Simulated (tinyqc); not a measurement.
Strain-driven roughening and islands of a mismatched epitaxial film: one step, computed by the program tinyqc. Command: `OMP_NUM_THREADS=1 python tinyqc.py 3005922 3005923 out.jsonl island walk`. One thread of a shared host (Intel(R) Xeon(R) Processor @ 2.30GHz), about 0.01 s of CPU time with the checks.

Film and substrate share isotropic elastic constants; the film is coherent and biaxially strained.

Task: Island nucleation. Shallow faceted island (Tersoff form): E = 4 Gam V^(2/3) tan^(1/3)(theta) - 6 c V tan(theta), Gam = gamma [x/sin(theta) - 1/tan(theta)], x the facet energy over gamma, c = stress^2 (1 - nu)/(2 pi G). The barrier is the maximum of E, at V_c = [4 Gam/(9 c)]^3 / tan^2(theta) (1 GPa nm = 1 J/m^2).

Inputs (values chosen for the exercise, modelled on InAs on InP):

| quantity | value | unit |
|---|---|---|
| shear modulus G | 31.1 | GPa |
| Poisson ratio nu | 0.32 | - |
| surface energy gamma | 0.671 | J/m^2 |
| contact angle of the shallow shape theta_1 | 8.67 | degrees |
| contact angle of the steep shape theta_2 | 27.1 | degrees |
| facet energy of shape 1 over gamma | 1.007 | - |
| facet energy of shape 2 over gamma | 1.024 | - |

stress = 3.875792 GPa

Constants: e = 1.602176634e-19 C.

Give: c; Gam of shape 1; critical volume, shape 1; barrier, shape 1; Gam of shape 2; critical volume, shape 2; barrier, shape 2.

Result:

c = 0.052274 GPa

Gam of shape 1 = 0.082024 J/m^2

critical volume, shape 1 = 14.586 nm^3

barrier, shape 1 = 2.1771 eV

Gam of shape 2 = 0.19706 J/m^2

critical volume, shape 2 = 17.961 nm^3

barrier, shape 2 = 8.9963 eV

The shallow shape has the lower barrier. Each barrier is a third of the surface term at V_c and scales as Gam^3/c^2, that is as f^(-4).
